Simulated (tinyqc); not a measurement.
Resonant-tunnelling diode, transfer matrices and Tsu-Esaki current: two steps of the calculation.

Emitter (band edge 0), barrier d1, well Lw, barrier d2, spacer ds, collector (edge -V). The bias drops linearly over these layers and none in the contacts; each layer is cut into ns equal slices, flat at the value of their centres. E is the energy of motion across the layers, C = hbar^2/(2 m0), psi and psi'/m are continuous. Transport is coherent, T(E) is taken as independent of the transverse momentum, and charge in the well is ignored.

Values chosen for this exercise; masses and offsets of a made-up heterostructure:

| symbol | value | unit | meaning |
|---|---|---|---|
| T | 150 | K | temperature |
| mw | 0.025 | m0 | mass in the well, spacer and contacts |
| Ef | 0.21 | eV | Fermi energy of both contacts above their band edges |
| V | 0.22 | V | bias of the collector |

Constants: q = 1.602176634e-19 C, kB = 1.380649e-23 J/K, hbar = 1.054571817e-34 J s, m0 = 9.1093837015e-31 kg, Vt = kB T/q. Results are converted to the units shown.

Problem 1. Breit-Wigner parameters from a parabola through 1/T(E). Near a resonance 1/T(E) = (1/Tp) [1 + (2 (E - Er)/G)^2]. With y = 1/T(E) at E0 - h, E0, E0 + h: a = (y1 + y3 - 2 y2)/(2 h^2), b = (y3 - y1)/(2 h), Er = E0 - b/(2 a), 1/Tp = y2 - b^2/(4 a), G = 2 sqrt(1/(Tp a)), tau = hbar/G.

three energies (eV): [0.148519, 0.157619, 0.166719]
T(E) at these energies: [0.32412211, 0.90055192, 0.63544135]

Give: Er; Tp; G; tau.

Solution 1.

Er = 0.16044 eV
Tp = 1.0068
G = 16.429 meV
tau = 40.065 fs

The true maximum of T(E) lies at 0.16027 eV with height 0.9900 and full width 16.97 meV; the fitted G is 3.2 % below that width.

Problem 2. Current from the resonance alone. J = J0 times the integral over E > 0 of T(E) N(E), N = ln[(1 + exp((Ef - E)/Vt))/(1 + exp((Ef - V - E)/Vt))], J0 = q^2 mw m0 kB T/(2 pi^2 hbar^3) (times 1e-4 for A/cm^2 per eV). For a sharp resonance J = J0 (pi G/2) Tp N(Er), with Er the peak energy, Tp the peak transmission and G the full width at half maximum (in eV). The three values given are estimates from a parabola through three points of 1/T(E).

Er = 0.16043985 eV
Tp = 1.0067541
G = 16.428518 meV

Find: J0; N(Er); J.

Solution 2.

J0 = 5.230e6 A/(cm^2 eV)
N(Er) = 3.856
J = 523.8 kA/cm^2

The full integral over T(E) gives 498.4 kA/cm^2; the value above is 5.1 % above it.

tinyqc, about 0.2 s, one thread, Intel Xeon 2.30GHz (shared host): `OMP_NUM_THREADS=1 python tinyqc.py 2600065 2600066 out.jsonl`
